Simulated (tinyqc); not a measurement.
## Margin needed against array size

Cells fail independently with probability Q(k) = erfc(k/sqrt(2))/2 when the margin is k standard deviations, and Y = exp(-Nb Q(k)). phi = exp(-k^2/2)/sqrt(2 pi).  k solves Y = exp(-Nb Q(k)); the estimate is sqrt(2 ln(Nb/(-ln Y))).

Inputs (values chosen for the exercise): wanted yield Y = 0.99.

Margin needed against array size:

| Nb | allowed Q | k | estimate |
|---|---|---|---|
| 256 | 3.926e-5 | 3.949 | 4.505 |
| 4096 | 2.454e-6 | 4.569 | 5.083 |
| 65536 | 1.534e-7 | 5.119 | 5.602 |
| 1048576 | 9.585e-9 | 5.619 | 6.077 |
| 16777216 | 5.990e-10 | 6.080 | 6.517 |
| 268435456 | 3.744e-11 | 6.511 | 6.929 |
| 4294967296 | 2.340e-12 | 6.915 | 7.319 |

A 1.68e7-fold larger array raises k only from 3.95 to 6.91; the last factor of 16 costs 0.40 standard deviations. The estimate, which drops the factor 1/(k sqrt(2 pi)) of the tail, is 14 % above k in the first row and 5.8 % above it in the last.

Program tinyqc, `OMP_NUM_THREADS=1 python tinyqc.py 2090156 2090157 out.jsonl`; Intel Xeon 2.30GHz, shared host, one thread, about 0.01 s.
